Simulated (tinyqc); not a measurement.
# Read current of a NAND string, cells in series solved by shooting: two studies

Cells in series, numbered from 0 at the source line (0 V) to the bit line, each followed by a gap resistance Rg. A cell with gate Vg, threshold VT, source Vs and drain Vd passes I = 2 nf K Vt^2 [F(Vs) - F(Vd)]/(1 + th max(Vg - VT, 0)), F(V) = ln^2(1 + exp((Vg - VT - nf V)/(2 nf Vt))). The selected cell has Vg = Vr, the others Vg = Vp.

Parameters, values chosen for the exercise; values of the order met in vertical NAND strings: temperature T = 358 K; gain factor of a cell K = 5.1 uA/V^2; slope factor nf = 2; mobility reduction factor th = 0.05 1/V; resistance of the gap between cells Rg = 1.1 kohm; bit-line voltage Vbl = 0.5 V; pass voltage Vp = 7.3 V; threshold of an erased cell Ve = -0.6 V; threshold of the highest state Vh = 4.5 V; threshold of the selected cell Vx = 2.3 V; sensing current Is = 20 nA; read voltage on the selected word line Vr = 4.11 V.

Constants: q = 1.602176634e-19 C, kB = 1.380649e-23 J/K, Vt = kB T/q. Results are converted to the units shown.

Each table varies one quantity; the others keep the values above.

## Read current against the number of cells

For a trial current I start at 0 V and, cell by cell, solve for the drain: sqrt(F(Vd)) = sqrt(F(Vs) - I/k), k = 2 nf K Vt^2/(1 + th max(Vg - VT, 0)), Vd = [Vg - VT - 2 nf Vt ln(exp(sqrt F) - 1)]/nf, then add I Rg. The string current is the I for which the last node reaches Vbl. The apparent threshold is the Vr at which I = Is. Background: all other cells erased (VT = Ve) or all in the highest state (VT = Vh); ratio and shift are high over erased and high minus erased. The selected cell is in the middle, cell n/2.

Results:

| n | I, others erased (uA) | I, others high (uA) | ratio | apparent VT, erased (V) | apparent VT, high (V) | background shift (mV) |
|---|---|---|---|---|---|---|
| 8 | 1.153 | 0.5865 | 0.5088 | 2.376 | 2.383 | 7.297 |
| 16 | 0.6791 | 0.3054 | 0.4496 | 2.382 | 2.396 | 14.65 |
| 32 | 0.3720 | 0.1558 | 0.4188 | 2.393 | 2.423 | 29.53 |
| 64 | 0.1952 | 0.07868 | 0.4031 | 2.416 | 2.476 | 59.99 |
| 96 | 0.1323 | 0.05263 | 0.3978 | 2.439 | 2.531 | 91.47 |
| 192 | 0.06727 | 0.02640 | 0.3925 | 2.509 | 2.707 | 197.4 |

Estimate the missing row, n = 128.

Computed row:

| n | I, others erased (uA) | I, others high (uA) | ratio | apparent VT, erased (V) | apparent VT, high (V) | background shift (mV) |
|---|---|---|---|---|---|---|
| 128 | 0.1001 | 0.03954 | 0.3952 | 2.462 | 2.587 | 124.1 |

With this row back in the table: With erased neighbours the current falls from 1.15 to 0.0673 uA, as n^(-0.76) between the first two rows and n^(-0.98) between the last two (-1 once the series resistance rules). The ratio falls from 0.509 to 0.393 and the background shift rises from 7.30 to 197 mV.

## Effect of the position of the selected cell

Same model as above.

The string has 128 cells, numbered from the source.

Effect of the position of the selected cell:

| j | I, others erased (uA) | I, others high (uA) | ratio | apparent VT, erased (V) | apparent VT, high (V) | background shift (mV) |
|---|---|---|---|---|---|---|
| 0 | 0.1008 | 0.03959 | 0.3929 | 2.370 | 2.370 | 0.2011 |
| 18 | 0.1006 | 0.03958 | 0.3934 | 2.396 | 2.429 | 33.45 |
| 36 | 0.1004 | 0.03957 | 0.3940 | 2.422 | 2.490 | 67.90 |
| 54 | 0.1002 | 0.03955 | 0.3947 | 2.448 | 2.552 | 103.6 |
| 73 | 0.09991 | 0.03953 | 0.3956 | 2.476 | 2.618 | 142.9 |
| 91 | 0.09956 | 0.03950 | 0.3967 | 2.502 | 2.683 | 181.6 |
| 109 | 0.09911 | 0.03946 | 0.3981 | 2.528 | 2.750 | 221.9 |
| 127 | 0.09851 | 0.03940 | 0.3999 | 2.554 | 2.819 | 264.0 |

What does the comparison show?

From the source end to the bit-line end the apparent VT with high neighbours rises from 2.370 to 2.819 V and the background shift rises from 0.201 to 264 mV. Cells and gaps on the source side raise the source of the selected cell, which costs nf times that voltage in gate drive; those on the drain side only lower its drain voltage.

Numbers from tinyqc (`OMP_NUM_THREADS=1 python tinyqc.py 2142102 2142103 out.jsonl`; about 0.8 s on one thread of a shared Intel Xeon 2.30GHz).
